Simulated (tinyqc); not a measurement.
# Fully depleted semiconductor-on-insulator film with two gates, non-linear Poisson equation by Newton steps: two studies

One dimension across the film, front interface at x = 0, back interface at x = ts. psi is counted from the intrinsic level, n = ni exp(psi/Vt) (source grounded), holes neglected, acceptors ionised. Gates act through Cox = eps0 eox/tox and Cbox = 3.9 eps0/tb with potentials G1 = Vg - (phiM - chi - Vt ln(Nc/ni)) and G2 = Vb - (phiB - chi - Vt ln(Nc/ni)). Classical Boltzmann densities, no interface charge, no depletion in the back plane.

Inputs (values chosen for the exercise); band and dielectric values close to those of In0.53Ga0.47As: temperature T = 300 K; band gap Eg = 0.737 eV; relative permittivity eps_r = 13.9; conduction-band density of states at T Nc = 2.09e17 cm^-3; valence-band density of states at T Nv = 7.85e18 cm^-3; electron affinity chi = 4.52 eV; relative permittivity of the gate insulator (close to silicon nitride) eox = 7.46; insulator thickness tox = 9.4 nm; film thickness ts = 14 nm; buried-oxide thickness (eps_r 3.9) tb = 72 nm; acceptor density of the film Na = 4.6e16 cm^-3; work function of the front gate phiM = 4.94 eV; work function of the back plane phiB = 5.02 eV; back-gate voltage Vb = -1.1 V.

Constants: q = 1.602176634e-19 C, kB = 1.380649e-23 J/K, Vt = kB T/q, eps0 = 8.8541878128e-14 F/cm where lengths are in cm. Results are converted to the units shown.

Each table varies one quantity; the others keep the values above.

## Charge against front-gate voltage

ni = sqrt(Nc Nv) exp(-Eg/(2 Vt)), Eg in volts. The Poisson equation eps0 eps_r d2psi/dx2 = q (n + Na), with -eps0 eps_r dpsi/dx = Cox (G1 - psi) at x = 0 and eps0 eps_r dpsi/dx = Cbox (G2 - psi) at x = ts, is solved on 300 equal intervals with half boxes at both ends; N_inv is the trapezoid sum of n. Swing = ln 10/(d ln N_inv/dVg); the last column is (dN_inv/dVb)/(dN_inv/dVg).

Results:

| Vg (V) | psi front (V) | psi back (V) | N_inv (cm^-2) | centroid/ts | swing (mV/decade) | q dN_inv/dVg over Cox | back/front leverage |
|---|---|---|---|---|---|---|---|
| 0.17 | -0.0239 | -0.0943 | 1.52e5 | 0.294 | 64.4 | 1.24e-6 | 0.0812 |
| 0.32 | 0.117 | 0.0393 | 3.27e7 | 0.278 | 64.3 | 2.67e-4 | 0.0803 |
| 0.47 | 0.256 | 0.171 | 6.64e9 | 0.262 | 68.1 | 0.0512 | 0.0793 |
| 0.62 | 0.353 | 0.254 | 2.18e11 | 0.232 | 188 | 0.609 | 0.0769 |
| 0.92 | 0.414 | 0.284 | 1.26e12 | 0.169 | 754 | 0.876 | 0.0722 |
| 1.07 | 0.429 | 0.288 | 1.85e12 | 0.149 | 1.07e3 | 0.907 | 0.0710 |
| 1.22 | 0.442 | 0.290 | 2.45e12 | 0.134 | 1.39e3 | 0.926 | 0.0702 |
| 1.37 | 0.452 | 0.292 | 3.06e12 | 0.122 | 1.71e3 | 0.939 | 0.0696 |

Estimate the missing row, Vg = 0.77 V.

Computed row:

| Vg (V) | psi front (V) | psi back (V) | N_inv (cm^-2) | centroid/ts | swing (mV/decade) | q dN_inv/dVg over Cox | back/front leverage |
|---|---|---|---|---|---|---|---|
| 0.77 | 0.391 | 0.276 | 7.00e11 | 0.197 | 453 | 0.810 | 0.0740 |

With this row back in the table: N_inv passes 1e11 cm^-2 at Vg = 0.569 V. The swing starts at 64.4 mV a decade, against (1 + k) Vt ln 10 = 63.4 for a front channel with k = Cs Cbox/(Cox (Cs + Cbox)) = 0.0647, Cs = eps0 eps_r/ts; above threshold this column is no longer a subthreshold swing. The centroid falls from 0.294 to 0.122 of ts and the leverage of the back gate falls from 0.0812 to 0.0696. For Vg = 0.62, 0.77, 0.92, 1.07, 1.22, 1.37 the density at an interface exceeds 0.3 Nc, where Boltzmann statistics fail. For Vg = 0.77, 0.92, 1.07, 1.22, 1.37 the classical centroid lies within 3 nm of an interface, where confinement, left out, would push it away.

## Threshold and coupling against the insulator thickness

VT is the Vg for N_inv = 1e11 cm^-2; -dVT/dVb from the linearised equation. Limits with Cs = eps0 eps_r/ts: front channel Cs Cbox/(Cox (Cs + Cbox)), back channel Cbox (Cox + Cs)/(Cox Cs). Swing at N_inv = 1e8 cm^-2.

The same in every row: centroid/ts at VT = 0.245.

Threshold and coupling against the insulator thickness:

| tox (nm) | VT (V) | -dVT/dVb | front-channel limit | back-channel limit | swing (mV/decade) |
|---|---|---|---|---|---|
| 4.7 | 0.499 | 0.0452 | 0.0324 | 0.0887 | 62.4 |
| 6.6 | 0.527 | 0.0584 | 0.0454 | 0.102 | 63.2 |
| 9.4 | 0.569 | 0.0780 | 0.0647 | 0.123 | 64.4 |
| 13 | 0.623 | 0.103 | 0.0895 | 0.149 | 65.9 |
| 19 | 0.713 | 0.145 | 0.131 | 0.193 | 68.4 |
| 27 | 0.833 | 0.201 | 0.186 | 0.251 | 71.8 |
| 38 | 0.998 | 0.278 | 0.262 | 0.330 | 76.4 |

Read the table: what changes, and by how much?

As tox goes from 4.7 to 38, VT rises from 0.499 to 0.998 V, the centroid stays near 0.245 of ts and -dVT/dVb rises from 0.0452 to 0.278. The coupling covers 22.7 % of the way from the front-channel to the back-channel limit in the first row and 23.3 % in the last.

Numbers from tinyqc (`OMP_NUM_THREADS=1 python tinyqc.py 2190057 2190058 out.jsonl`; about 0.3 s on one thread of a shared Intel Xeon 2.30GHz).
